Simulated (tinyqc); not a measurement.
One-sided p+-n junction, ionisation integral and breakdown: effect of the drift doping.

A p+ layer at x < 0 and an n drift layer from x = 0. Depletion approximation, built-in voltage neglected. Local ionisation coefficients alpha_n = an exp(-(bn/E)^mx), alpha_p = ap exp(-(bp/E)^mx). Electrons move towards +x, holes towards x = 0.

W = sqrt(2 eps0 eps_r V/(q N)), peak field E0 = q N W/(eps0 eps_r), falling linearly to 0 at W. G(x) = integral from 0 to x of (alpha_n - alpha_p); I_n = integral of alpha_n exp(-G) (electrons injected at x = 0), I_p = integral of alpha_p exp(G(end) - G) (holes injected at the far edge); M = 1/(1 - I). Integrals on a fine grid; BV is where I_n = 1. Specific on-resistance Ron = W/(q mu N) with constant mobility and full ionisation.

Parameters, values chosen for the exercise; material values close to those of gallium nitride: relative permittivity eps_r = 9.45; prefactor of the electron ionisation coefficient an = 3.07e8 1/cm; field constant for electrons bn = 3.19e7 V/cm; prefactor of the hole ionisation coefficient ap = 1.28e8 1/cm; field constant for holes bp = 2.11e7 V/cm; exponent mx = 1; electron mobility of the drift layer mu = 1070 cm^2/(V s).

Constants: q = 1.602176634e-19 C, eps0 = 8.8541878128e-14 F/cm where lengths are in cm. Results are converted to the units shown.

Result of one run:
```
BV (V)  E0 at BV (kV/cm)  W at BV (um)  Ron (mohm cm^2)  BV^2/Ron (MW/cm^2)  eps0 eps_r mu E0^3/4 (MW/cm^2)
1.06e4            2.12e3           101             53.3              2.12e3                          2.12e3
```

Which donor density of the drift layer N gave this result: 1.1e15, 2.1e15, 4e15, 7.7e15 or 5.4e16 cm^-3?

N = 1.1e15 cm^-3.

The whole series:
```
N (cm^-3)  BV (V)  E0 at BV (kV/cm)  W at BV (um)  Ron (mohm cm^2)  BV^2/Ron (MW/cm^2)  eps0 eps_r mu E0^3/4 (MW/cm^2)
1.1e15     1.06e4            2.12e3           101             53.3              2.12e3                          2.12e3
2.1e15     6.18e3            2.23e3          55.4             15.4              2.48e3                          2.48e3
4e15       3.61e3            2.35e3          30.7             4.48              2.91e3                          2.91e3
7.7e15     2.10e3            2.49e3          16.9             1.28              3.44e3                          3.44e3
1.5e16     1.21e3            2.64e3          9.19            0.358              4.12e3                          4.12e3
2.8e16        731            2.80e3          5.22            0.109              4.92e3                          4.92e3
5.4e16        432            2.99e3          2.89           0.0312              5.97e3                          5.97e3
1e17          265            3.18e3          1.66          0.00970              7.23e3                          7.23e3
```

BV falls from 10600 to 265 V while the critical field rises from 2120 to 3180 kV/cm. BV goes as N^(-0.84) between the first two rows and N^(-0.79) between the last two (a coefficient proportional to E^7 gives -0.75 without punch-through). Ron goes as BV^(2.33) over the table; the last two columns agree since BV = E0 W/2 and N = eps0 eps_r E0/(q W).

tinyqc, about 0.06 s, one thread, Intel Xeon 2.30GHz (shared host): `OMP_NUM_THREADS=1 python tinyqc.py 2120010 2120011 out.jsonl`
